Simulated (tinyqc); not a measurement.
Schottky emission and Poole-Frenkel conduction in an insulator, and how to tell them apart: two steps of the calculation.

Schottky emission (electrode-limited): J = As T^2 exp[-(pb - b sqrt(F))/Vt], b = sqrt(q/(4 pi eps0 ei)). Poole-Frenkel emission (bulk-limited): J = s0 F exp[-(pt - 2 b sqrt(F))/Vt]. F in V/cm.

Values chosen for this exercise; dielectric values close to those of aluminium oxide: temperature T = 325 K; high-frequency relative permittivity ei = 3.08; static relative permittivity es = 8.73; trap depth pt = 0.91 eV; Poole-Frenkel prefactor s0 = 0.5 S/cm; electrode barrier pb = 1.09 eV; Richardson constant As = 70 A/(cm^2 K^2); field F = 2.1 MV/cm.

Constants: q = 1.602176634e-19 C, kB = 1.380649e-23 J/K, Vt = kB T/q, eps0 = 8.8541878128e-14 F/cm where lengths are in cm. Results are converted to the units shown.

Problem 1. Both currents at one field. Lowerings b sqrt(F) and 2 b sqrt(F); the image-force maximum lies at sqrt(q/(16 pi eps0 ei F)) from the electrode.

Wanted: Schottky lowering; position of the barrier top; Poole-Frenkel lowering; J, Schottky; J, Poole-Frenkel.

Solution 1.

Schottky lowering = 313.3 meV
position of the barrier top = 0.7460 nm
Poole-Frenkel lowering = 626.7 meV
J, Schottky = 6.685e-6 A/cm^2
J, Poole-Frenkel = 42.42 A/cm^2

Injection and bulk transport act in series, so the smaller capacity limits the current: here the electrode, by a factor of 6.35e6.

Problem 2. Which mechanism made these data. The data come from another sample of the same dielectric, in which one mechanism alone limits the current. Fit straight lines by least squares: ln J on sqrt(F) (Schottky plot, slope b/Vt) and ln(J/F) on sqrt(F) (Poole-Frenkel plot, slope 2 b/Vt), F in V/cm, and read a permittivity from each slope. The right mechanism gives a value near ei, and in any case between ei and es.

```
point  F (MV/cm)  J (A/cm^2)
0           0.62    2.585e-8
1           1.09    1.875e-7
2           1.56    9.125e-7
3           2.02     3.45e-6
4           2.49    1.157e-5
```

Wanted: slope of the Schottky plot; permittivity read as Schottky; slope of the Poole-Frenkel plot; permittivity read as Poole-Frenkel.

Solution 2.

slope of the Schottky plot = 0.0077207 (cm/V)^0.5
permittivity read as Schottky = 3.0798
slope of the Poole-Frenkel plot = 0.0059675 (cm/V)^0.5
permittivity read as Poole-Frenkel = 20.621

Both plots are nearly straight, so straightness decides nothing. Read as Schottky the data give 3.08, which matches ei = 3.08; read as Poole-Frenkel they give 20.6, above even the static value 8.73. The data were made by Schottky emission.

Program tinyqc, `OMP_NUM_THREADS=1 python tinyqc.py 2370097 2370098 out.jsonl`; Intel Xeon 2.30GHz, shared host, one thread, about 0.01 s.
